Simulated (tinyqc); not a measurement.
Small-signal admittance of a forward-biased p+-n diode: two steps of the calculation.

Holes injected into a neutral base of width wb with an ohmic contact at its end; low injection, p0 far above the equilibrium density. A small voltage v exp(i w t), w = 2 pi f, modulates the edge density by p0 v/Vt, and the small-signal density obeys Dp d2p/dx2 = (1/tau + i w) p.

Values chosen for this exercise; permittivity close to that of gallium arsenide:
```
symbol   value    unit                                   meaning
T          350       K                               temperature
eps_r     12.9                             relative permittivity
Nd      5.9e16   cm^-3                 donor density of the base
Dp         6.7  cm^2/s                hole diffusion coefficient
tau       6e-9       s                             hole lifetime
wb           5      um                 width of the neutral base
p0      1.4e13   cm^-3  excess hole density at the junction edge
Na        3e18   cm^-3           acceptor density of the p+ side
f        3.2e6      Hz                          signal frequency
```

Constants: q = 1.602176634e-19 C, kB = 1.380649e-23 J/K, Vt = kB T/q, eps0 = 8.8541878128e-14 F/cm where lengths are in cm. Results are converted to the units shown.

Task 1. Closed-form admittance. L = sqrt(Dp tau); direct current J = (q Dp p0/L) coth(wb/L); k = sqrt(1 + i w tau)/L; diffusion admittance Y = (q Dp p0/Vt) k coth(k wb) = G + i w C_diff; junction capacitance C_j = sqrt(q eps0 eps_r Nd/(2 Vr)) in the depletion approximation, with the remaining barrier Vr = Vt ln(Na/p0), a rough value under forward bias; base-width modulation is left out.

Find: L; J; k wb; Y; C_diff; C_j.

Result 1.

L = 2.005 um
J = 0.07598 A/cm^2
k wb = 2.498+0.150i
Y = 2.523+0.141i S/cm^2
C_diff = 0.007037 uF/cm^2
C_j = 0.1208 uF/cm^2

G is 1.00 times its low-frequency value J/Vt, and C_diff is 0.0583 times C_j.

Task 2. The same by finite differences. 6 equal intervals, h = wb/6; u = small-signal density over its edge value, u_0 = 1, u_6 = 0; u_(i-1) + b u_i + u_(i+1) = 0 with b = -2 - h^2 (1/tau + i w)/Dp; Y = (q Dp p0/(Vt h)) (-b/2 - u_1), which includes the half box at the edge.

Give: b; u; Y on the mesh.

Result 2.

b = -2.1727-0.0208i
u, node 1 to 5: [0.65531-0.01481i, 0.42414-0.01853i, 0.26663-0.01660i, 0.15551-0.01199i, 0.07151-0.00620i]
Y on the mesh = 2.5774+0.1509i S/cm^2

tinyqc, about 0.01 s, one thread, Intel Xeon 2.30GHz (shared host): `OMP_NUM_THREADS=1 python tinyqc.py 2890214 2890215 out.jsonl`
